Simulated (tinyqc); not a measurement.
# Remanence, coercive field and barrier from the coefficients

Question. u = al P^2 + be P^4 - E P (P in uC/cm^2, E in kV/cm, u in mJ/cm^3). Find Pr, the polarisation Pc at which dE/dP = 0, Ec and the barrier u(0) - u(Pr).

al = -50.780580 kV cm/uC
be = 0.0020983711 kV cm^5/uC^3

Answer. Pr^2 = -al/(2 be), Pc^2 = -al/(6 be), Ec = -(4/3) al Pc and the barrier is al^2/(4 be).

Pr = 110 uC/cm^2
Pc = 63.5 uC/cm^2
Ec = 4.30e3 kV/cm
barrier = 3.07e5 mJ/cm^3

Computed by the program tinyqc: `OMP_NUM_THREADS=1 python tinyqc.py 2860061 2860062 out.jsonl`, one thread of a shared Intel Xeon 2.30GHz, about 0.01 s for the whole run.
